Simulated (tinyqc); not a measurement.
# Permittivity of the insulator from five potentials

Inverse problem. A node lies on a semiconductor-insulator interface. Steps: hs = tb/2 down into the semiconductor, ho = tox/2 up into the insulator, hy = L/5 sideways. The flux balance of its box reads eox (hy/ho)(above - node) + eps_r (hy/hs)(below - node) + [(eps_r hs + eox ho)/(2 hy)](left + right - 2 node) - q Na (hs/2) hy/eps0 = 0. Find eox.

Parameters, values chosen for the exercise; semiconductor permittivity made up:
```
symbol  value   unit                                     meaning
eps_r    9.76         relative permittivity of the semiconductor
tb          4     nm                     half the body thickness
tox       6.6     nm                         insulator thickness
L          25     nm                              channel length
Na          0  cm^-3       acceptor density of the depleted body
```

Constants: q = 1.602176634e-19 C, eps0 = 8.8541878128e-14 F/cm where lengths are in cm. Results are converted to the units shown.

psi (V): node 0.22650575, above 0.14438861, below 0.27313272, left 0.16173057, right 0.46491748

Answer. The balance is linear in eox.

eox = 22.0

tinyqc, about 0.09 s, one thread, Intel Xeon 2.30GHz (shared host): `OMP_NUM_THREADS=1 python tinyqc.py 2480047 2480048 out.jsonl`
